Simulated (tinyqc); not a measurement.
Inside a calculation. Method: RKS/LDA (VWN5) in the 3-21g basis, for H-, spin multiplicity 1. The basis has no diffuse functions, so it cannot describe the extra electron: this is an exercise in the method, not the real anion. Computed by tinyqc, a small Python program that keeps every step (integrals from PySCF). Settings: charge = -1, multiplicity = 1, basis = 3-21g, energy threshold = 1e-08, iteration cap = 85, orthogonalisation = canonical, start = random, DIIS depth = 6, DIIS from iteration = 2, method = RKS, functional = lda,vwn, grid = [10, 26]. Command: `OMP_NUM_THREADS=1 python tinyqc.py 30799 30800 out.jsonl` (the two numbers bound the seeds that draw the settings). One thread of a shared host (Intel(R) Xeon(R) Processor @ 2.60GHz), about 0.1 s of CPU time with the checks. Later iterations appear only in the table of the cycle.

## One-electron integrals

Geometry (angstrom):

| atom | x | y | z |
|---|---|---|---|
| H | 0.0000 | 0.0000 | 0.0000 |

Basis 3-21g: exponents (1/bohr^2) and contraction coefficients of normalised primitives:

| element | l (shell) | exponent | coefficient |
|---|---|---|---|
| H | s (1) | 5.4472 | 0.1563 |
| H | s (1) | 0.8245 | 0.9047 |
| H | s (2) | 0.1832 | 1.0000 |

Overlap, kinetic and nuclear-attraction integrals over the contracted functions; the nuclear repulsion is the sum of Za Zb / Rab.

nuclear repulsion = 0 hartree

overlap S:
```
        1H 1s   1H 2s
1H 1s  1.0000  0.6459
1H 2s  0.6459  1.0000
```

kinetic energy T (hartree):
```
        1H 1s   1H 2s
1H 1s  1.5494  0.2932
1H 2s  0.2932  0.2748
```

nuclear attraction V (hartree):
```
         1H 1s    1H 2s
1H 1s  -1.7209  -0.7827
1H 2s  -0.7827  -0.6830
```

core Hamiltonian H = T + V (hartree):
```
         1H 1s    1H 2s
1H 1s  -0.1715  -0.4895
1H 2s  -0.4895  -0.4082
```

## Two-electron integrals

Functions are numbered as in S; the eight-fold symmetry (ij|kl) = (ji|kl) = (kl|ij) leaves the list below.

Two-electron integrals (ij|kl) in chemists' order, unique and non-zero (hartree):
```
(11|11) 1.1401   (21|11) 0.6114   (21|21) 0.3452   (22|11) 0.6264
(22|21) 0.3803   (22|22) 0.4830
```

## Orthogonalisation

S = U s U^T; canonical form X = U s^(-1/2), so that X^T S X = 1. Each column of U has its largest component positive (the first on a tie).

eigenvalues of S: 0.3541  1.6459

X:
```
             1       2
1H 1s   1.1883  0.5512
1H 2s  -1.1883  0.5512
```

## Starting guess

The start is random orthonormal orbitals; D = 2 C_occ C_occ^T.

D at the start:
```
         1H 1s    1H 2s
1H 1s   2.3786  -2.7446
1H 2s  -2.7446   3.1668
```

## Iteration 1: exchange-correlation on the grid

Becke grid with 10 radial and 26 angular points per atom, points of zero weight dropped. rho = sum D_ij phi_i phi_j; V_xc,ij = sum w v_xc phi_i phi_j; v_xc is d(rho eps)/d rho.

The 16 grid points with the largest w rho, of 260 (bohr, atomic units):

| x | y | z | w | rho | eps_xc | v_xc |
|---|---|---|---|---|---|---|
| 0.0000 | 0.0000 | -2.7434 | 5.3645 | 0.0077 | -0.1818 | -0.2365 |
| 0.0000 | -2.7434 | 0.0000 | 5.3645 | 0.0077 | -0.1818 | -0.2365 |
| 0.0000 | 2.7434 | 0.0000 | 5.3645 | 0.0077 | -0.1818 | -0.2365 |
| 0.0000 | 0.0000 | 2.7434 | 5.3645 | 0.0077 | -0.1818 | -0.2365 |
| 2.7434 | 0.0000 | 0.0000 | 5.3645 | 0.0077 | -0.1818 | -0.2365 |
| -2.7434 | 0.0000 | 0.0000 | 5.3645 | 0.0077 | -0.1818 | -0.2365 |
| 0.0000 | 1.9398 | 1.9398 | 4.2916 | 0.0077 | -0.1818 | -0.2365 |
| 0.0000 | 1.9398 | -1.9398 | 4.2916 | 0.0077 | -0.1818 | -0.2365 |
| -1.9398 | 0.0000 | -1.9398 | 4.2916 | 0.0077 | -0.1818 | -0.2365 |
| 1.9398 | -1.9398 | 0.0000 | 4.2916 | 0.0077 | -0.1818 | -0.2365 |
| 1.9398 | 0.0000 | -1.9398 | 4.2916 | 0.0077 | -0.1818 | -0.2365 |
| -1.9398 | 1.9398 | 0.0000 | 4.2916 | 0.0077 | -0.1818 | -0.2365 |
| -1.9398 | 0.0000 | 1.9398 | 4.2916 | 0.0077 | -0.1818 | -0.2365 |
| -1.9398 | -1.9398 | 0.0000 | 4.2916 | 0.0077 | -0.1818 | -0.2365 |
| 0.0000 | -1.9398 | -1.9398 | 4.2916 | 0.0077 | -0.1818 | -0.2365 |
| 0.0000 | -1.9398 | 1.9398 | 4.2916 | 0.0077 | -0.1818 | -0.2365 |

electrons on the grid, sum of w rho = 1.9986

E_xc = sum of w rho eps_xc = -0.568055 hartree

V_xc (hartree):
```
         1H 1s    1H 2s
1H 1s  -0.4753  -0.2306
1H 2s  -0.2306  -0.2769
```

## Iteration 1: building the Kohn-Sham matrix

J_ij = sum D_kl (ij|kl); F = H + J + V_xc; E = tr D H + tr D J / 2 + E_xc + E_nn.

Coulomb J (hartree):
```
        1H 1s   1H 2s
1H 1s  1.3395  0.7641
1H 2s  0.7641  0.9316
```

Kohn-Sham matrix F (hartree):
```
        1H 1s   1H 2s
1H 1s  0.6926  0.0441
1H 2s  0.0441  0.2465
```

total energy of this density = 1.389249 hartree

## Iteration 1: diagonalisation and new density

Diagonalise F' = X^T F X, C = X C', fill 1 alpha and 1 beta electrons from the bottom; D = 2 C_occ C_occ^T. Each column has its largest component positive (the first on a tie).

F' = X^T F X (hartree):
```
        1       2
1  1.2017  0.2922
2  0.2922  0.3121
```

orbital energies (hartree): MO1 0.2247, MO2 1.2891

coefficients C:
```
          MO1      MO2
1H 1s  0.1876   1.2964
1H 2s  0.8685  -0.9806
```

D after iteration 1:
```
        1H 1s   1H 2s
1H 1s  0.0704  0.3259
1H 2s  0.3259  1.5087
```

## Iteration 2: exchange-correlation on the grid

As before.

The 16 grid points with the largest w rho, of 260 (bohr, atomic units):

| x | y | z | w | rho | eps_xc | v_xc |
|---|---|---|---|---|---|---|
| -1.7486 | 0.0000 | 0.0000 | 1.5084 | 0.0231 | -0.2533 | -0.3301 |
| 0.0000 | 1.7486 | 0.0000 | 1.5084 | 0.0231 | -0.2533 | -0.3301 |
| 0.0000 | 0.0000 | 1.7486 | 1.5084 | 0.0231 | -0.2533 | -0.3301 |
| 0.0000 | -1.7486 | 0.0000 | 1.5084 | 0.0231 | -0.2533 | -0.3301 |
| 0.0000 | 0.0000 | -1.7486 | 1.5084 | 0.0231 | -0.2533 | -0.3301 |
| 1.7486 | 0.0000 | 0.0000 | 1.5084 | 0.0231 | -0.2533 | -0.3301 |
| -1.2365 | 0.0000 | 1.2365 | 1.2067 | 0.0231 | -0.2533 | -0.3301 |
| 0.0000 | -1.2365 | -1.2365 | 1.2067 | 0.0231 | -0.2533 | -0.3301 |
| 0.0000 | 1.2365 | -1.2365 | 1.2067 | 0.0231 | -0.2533 | -0.3301 |
| 0.0000 | -1.2365 | 1.2365 | 1.2067 | 0.0231 | -0.2533 | -0.3301 |
| 0.0000 | 1.2365 | 1.2365 | 1.2067 | 0.0231 | -0.2533 | -0.3301 |
| -1.2365 | 1.2365 | 0.0000 | 1.2067 | 0.0231 | -0.2533 | -0.3301 |
| 1.2365 | -1.2365 | 0.0000 | 1.2067 | 0.0231 | -0.2533 | -0.3301 |
| -1.2365 | -1.2365 | 0.0000 | 1.2067 | 0.0231 | -0.2533 | -0.3301 |
| 1.2365 | 0.0000 | 1.2365 | 1.2067 | 0.0231 | -0.2533 | -0.3301 |
| -1.2365 | 0.0000 | -1.2365 | 1.2067 | 0.0231 | -0.2533 | -0.3301 |

electrons on the grid, sum of w rho = 2.0001

E_xc = sum of w rho eps_xc = -0.554562 hartree

V_xc (hartree):
```
         1H 1s    1H 2s
1H 1s  -0.5181  -0.2958
1H 2s  -0.2958  -0.3276
```

## Iteration 2: building the Kohn-Sham matrix

As before.

Coulomb J (hartree):
```
        1H 1s   1H 2s
1H 1s  1.4237  0.8418
1H 2s  0.8418  1.0206
```

Kohn-Sham matrix F (hartree):
```
        1H 1s   1H 2s
1H 1s  0.7341  0.0564
1H 2s  0.0564  0.2847
```

total energy of this density = -0.407262 hartree

## Iteration 2: diagonalisation and new density

As before.

F' = X^T F X (hartree):
```
        1       2
1  1.2792  0.2943
2  0.2943  0.3438
```

orbital energies (hartree): MO1 0.2589, MO2 1.3641

coefficients C:
```
          MO1      MO2
1H 1s  0.2003   1.2945
1H 2s  0.8589  -0.9890
```

D after iteration 2:
```
        1H 1s   1H 2s
1H 1s  0.0802  0.3440
1H 2s  0.3440  1.4754
```

## Iteration 5 (converged): orbitals

converged F (hartree):
```
        1H 1s   1H 2s
1H 1s  0.7405  0.0598
1H 2s  0.0598  0.2878
```

As before.

F' = X^T F X (hartree):
```
        1       2
1  1.2831  0.2965
2  0.2965  0.3487
```

orbital energies (hartree): MO1 0.2626, MO2 1.3692

coefficients C:
```
          MO1      MO2
1H 1s  0.1977   1.2949
1H 2s  0.8608  -0.9873
```

D after iteration 5:
```
        1H 1s   1H 2s
1H 1s  0.0782  0.3404
1H 2s  0.3404  1.4820
```

## Convergence

Stop when the energy changes by less than 1e-08 hartree and every element of the error matrix X^T (F D S - S D F) X is below 3e-05.

Course of the cycle:

| iteration | E (hartree) | change | largest element of the error matrix |
|---|---|---|---|
| 1 | 1.389249 | - | 8.25e-01 |
| 2 | -0.407262 | -1.80e+00 | 2.16e-02 |
| 3 | -0.407421 | -1.59e-04 | 5.37e-03 |
| 4 | -0.407431 | -1.04e-05 | 8.71e-06 |
| 5 | -0.407431 | -1.77e-11 | 5.18e-06 |

PySCF RKS in the same basis, fine grid = -0.407278 hartree

Converged in 5 iterations. The coarse grid moves the energy by -1.54e-04 hartree.

## Populations

Mulliken: Z minus the diagonal of D S on the atom; Loewdin: the same with S^(1/2) D S^(1/2).

Charges (e):

| atom | Mulliken | Loewdin |
|---|---|---|
| 1H | -1.0000 | -1.0000 |
